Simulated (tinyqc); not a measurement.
# CMOS latch-up, two-transistor model: two studies

A parasitic pnp (emitter at Vdd, base shunted by Rw) and npn (emitter at ground, base shunted by Rs) feed each other: the npn collector current flows out of the pnp base node, the pnp collector current into the npn base node. Forward-active transistors with constant gains: Icn = Isn exp(Vn/Vt), Icp = Isp (exp(Vp/Vt) - 1). A current Ii is injected into the npn base node.

Inputs (values chosen for the exercise); values close to those of bulk CMOS:
```
symbol,value,unit,meaning
T,250,K,temperature
bn,7.5,,current gain of the npn
bp,3.5,,current gain of the pnp
Isn,8.2e-19,A,saturation current of the npn at T
Isp,9.9e-20,A,saturation current of the pnp at T
Rs,490,ohm,substrate resistance shunting the npn
Rw,980,ohm,well resistance shunting the pnp
R2,160,ohm,resistance from the pnp collector to the npn base
Von,0.81,V,base-emitter voltage in the on state
Vsat,0.18,V,saturation voltage
Vdd,1.2,V,supply voltage
```

Constants: q = 1.602176634e-19 C, kB = 1.380649e-23 J/K, Vt = kB T/q. Results are converted to the units shown.

Each table varies one quantity; the others keep the values above.

## Effect of the well resistance shunting the pnp

Node equations: Vp/Rw + Icp/bp = Icn and Vn/Rs + Icn/bn = Icp + Ii. Loop gain G = gn gp/[(1/Rw + gp/bp)(1/Rs + gn/bn)], gn = Icn/Vt, gp = (Icp + Isp)/Vt; the off state ends where G = 1, and Ii there is the trigger current. On state with both base-emitter voltages at Von: npn base current Ib = (Von/Rs + bp Von/Rw)/(bn bp - 1), holding current Ih = (bn + 1) Ib + Von/Rs, holding voltage Vh = Vsat + Von + R2 (Ib + Von/Rs).

Result of one run:
```
Rw (ohm),Vn at trigger (V),trigger current (mA),Ih (mA),Vh (V)
190,0.7767,2.064,7.232,1.360
```

What becomes of these results when the well resistance shunting the pnp Rw is changed from 190 to 1400 ohm, all else the same?

Result of the changed run:
```
Rw (ohm),Vn at trigger (V),trigger current (mA),Ih (mA),Vh (V)
1400,0.7326,1.556,2.891,1.278
```

The whole series:
```
Rw (ohm),Vn at trigger (V),trigger current (mA),Ih (mA),Vh (V)
98,0.7913,2.563,11.95,1.448
190,0.7767,2.064,7.232,1.360
370,0.7619,1.796,4.789,1.314
710,0.7475,1.648,3.554,1.290
1400,0.7326,1.556,2.891,1.278
2600,0.7191,1.499,2.577,1.272
5100,0.7045,1.453,2.397,1.268
9800,0.6905,1.416,2.307,1.267
```

As Rw goes from 98 to 9800 ohm, the trigger current falls from 2.56 to 1.42 mA, Ih falls from 11.9 to 2.31 mA and Vh falls from 1.45 to 1.27 V. Vh exceeds the supply Vdd = 1.2 V, which then cannot sustain a latched state, in 8 of the 8 rows.

## Effect of the substrate resistance shunting the npn

Same model as above.

Effect of the substrate resistance shunting the npn:
```
Rs (ohm),Vn at trigger (V),trigger current (mA),Ih (mA),Vh (V)
49,0.74159,15.211,23.069,3.7580
95,0.74113,7.8853,12.370,2.4266
180,0.74080,4.2021,6.9887,1.7568
350,0.74055,2.2034,4.0672,1.3933
680,0.74038,1.1767,2.5660,1.2065
1300,0.74029,0.65751,1.8067,1.1120
2500,0.74023,0.38418,1.4069,1.0622
4900,0.74020,0.23916,1.1948,1.0358
```

As Rs goes from 49 to 4900 ohm, the trigger current falls from 15.2 to 0.239 mA, Ih falls from 23.1 to 1.19 mA and Vh falls from 3.76 to 1.04 V. Vh exceeds the supply Vdd = 1.2 V, which then cannot sustain a latched state, in 5 of the 8 rows. The trigger current goes as Rs^(-0.90): most of it flows through the shunt.

tinyqc, about 0.05 s, one thread, Intel Xeon 2.30GHz (shared host): `OMP_NUM_THREADS=1 python tinyqc.py 2670003 2670004 out.jsonl`
